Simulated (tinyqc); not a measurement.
Comparisons within one model: armchair graphene nanoribbon in tight binding. A value that a table varies takes the place of the one given here.

An armchair ribbon of N dimer lines, width (N - 1) sqrt3 acc/2, period 3 acc, one pz orbital a site. In line n, A_n binds to B_n with -t exp(ik/3), times (1 + d) in the two edge lines, and to B_(n-1) and B_(n+1) with -t exp(-ik/6); k runs from -pi to pi. For d = 0 the modes across the ribbon are sin(n p pi/(N + 1)), p = 1 to N, with E = -/+ t sqrt(1 + 4 c^2 + 4 c cos(k/2)), c = cos(p pi/(N + 1)).

Constants: hbar^2/2m0 = 3.80998211 eV angstrom^2.

Parameters, chosen for this exercise (near those used for graphene; not measured data):
- t = 2.93 eV (hopping)
- acc = 1.42 angstrom (bond length)
- N0 = 19 (first width)
- d1 = 0.11 (edge correction)
- N = 7 (dimer lines)
- d = 0.12 (relative strengthening of the edge bonds)
- k = 2.99 (k times the period 3 acc)

## Three families of gaps

Nine widths from N0 on, gaps at k = 0 with d = 0 and d = d1.

Gaps:
```
N   family  width (angstrom)  gap, d = 0 (eV)  gap, d1 (eV)  gap x (N + 1) sqrt3 acc/2 (eV angstrom)
19    3p+1             22.14           0.5392        0.6372                                    15.67
20    3p+2             23.37           0.0000        0.0878                                     2.27
21      3p             24.60           0.4763        0.3976                                    10.76
22    3p+1             25.82           0.4680        0.5525                                    15.63
23    3p+2             27.05           0.0000        0.0767                                     2.26
24      3p             28.28           0.4199        0.3501                                    10.76
25    3p+1             29.51           0.4134        0.4877                                    15.59
26    3p+2             30.74           0.0000        0.0681                                     2.26
27      3p             31.97           0.3754        0.3128                                    10.77
```

How do the results move?

Without edge correction the 3p+2 ribbons have no gap and the other two families nearly share one curve. With it the mean of the last column is 15.63 for 3p+1, 10.76 for 3p and 2.26 eV angstrom for 3p+2: the stronger edge bonds raise the gap of 3p+1, lower that of 3p and open one in 3p+2. Within a family the gap falls about as 1/width. One-electron gaps of this kind leave out the self-energy and exciton terms, which are large in narrow ribbons.

## Mass and gap go together

Nine widths from N0 on. Lowest conduction band for d = d1: m/m0 = c q^2/(E(q) - E(0)) with q = h/(3 acc), h = 0.001, c = hbar^2/2m0. Dirac rule: m = Eg/(2 v^2), that is m/m0 = c Eg/(hbar v)^2 with hbar v = 3 t acc/2.

Masses:
```
N   gap (eV)  mass (m0)  Dirac rule (m0)
19    0.6372     0.0676           0.0623
20    0.0878     0.0085           0.0086
21    0.3976     0.0355           0.0389
22    0.5525     0.0580           0.0540
23    0.0767     0.0074           0.0075
24    0.3501     0.0316           0.0342
25    0.4877     0.0507           0.0477
26    0.0681     0.0066           0.0067
27    0.3128     0.0285           0.0306
```

What can be read from the table?

The ratio of mass to the Dirac rule runs from 0.91 (N = 21) to 1.08 (N = 19). Its mean is 0.92 for N = 3p, 1.07 for 3p+1 and 0.99 for 3p+2: the lowest modes of 3p and 3p+1 lie on opposite sides of the Dirac point, where the velocity along the ribbon differs. The largest gap (N = 19) and the heaviest mass (N = 19) belong to one ribbon.

## What each parameter does

Gap at k = 0, lowest positive level at k, and highest level at k = 0. Each row changes one parameter from the base and keeps the others.

Results:
```
case          gap (eV)  lowest level at k (eV)  top of the band (eV)
base            1.6662                  3.0949                8.3716
t = 3.077 eV    1.7498                  3.2502                8.7916
N = 8           0.2250                  3.1550                8.4564
d = 0.17        1.7823                  3.1571                8.3843
k = 2.392       1.6662                  3.0585                8.3716
```

What does this show?

The largest shifts from the base row, up to three for each result and ties (the steps differ in size, so this ranks the rows, not the parameters). gap (eV): N -1.4412, d +0.1160, t +0.0836; unchanged at the printed digits by k. lowest level at k (eV): t +0.1553, d +0.0621, N +0.0601. top of the band (eV): t +0.4200, N +0.0848, d +0.0127; unchanged at the printed digits by k.

tinyqc: `OMP_NUM_THREADS=1 python tinyqc.py 1480075 1480076 out.jsonl`; about 0.02 s, one thread, shared Intel(R) Xeon(R) Processor @ 2.30GHz.
